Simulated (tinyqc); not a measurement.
Four-point probe, van der Pauw, Hall and spreading-resistance readings of a semiconductor layer: one step, computed by the program tinyqc. Command: `OMP_NUM_THREADS=1 python tinyqc.py 3111239 3111240 out.jsonl probe walk`. One thread of a shared host (Intel(R) Xeon(R) Processor @ 2.30GHz), about 0.01 s of CPU time with the checks.

The layer is uniform and ohmic; contacts are points unless a radius is given.

Task: Four-point voltage. Collinear probes with equal spacing on a layer with conducting backing: images at depth 2 m t give V = (rho I/(2 pi s)) G, G = 1 + 4 sum_(m>=1) (-1)^m [1/sqrt(1 + (2 m u)^2) - 1/sqrt(4 + (2 m u)^2)], u = t/s; the sum runs to m = 20000, with the last term halved. Limits: thick, rho = 2 pi s V/I; thin on an insulator, rho = (pi/ln 2) t V/I.

Inputs (values chosen for the exercise, modelled on n-type silicon): layer thickness t = 770 micrometre; probe spacing s = 0.635 mm; current I = 0.4 mA.

Backing of the layer: conducting.

resistivity rho = 0.06567244 ohm cm

Give: t/s; G; voltage V; rho by the thick formula; rho by the thin formula.

Result:

t/s = 1.213

G = 0.7826

voltage V = 0.05153 mV

rho by the thick formula = 0.05140 ohm cm

rho by the thin formula = 0.04496 ohm cm

The thick formula is off by -21.7 % and the thin one by -31.5 %. A conducting backing shunts the current, so V lies below the thick value.
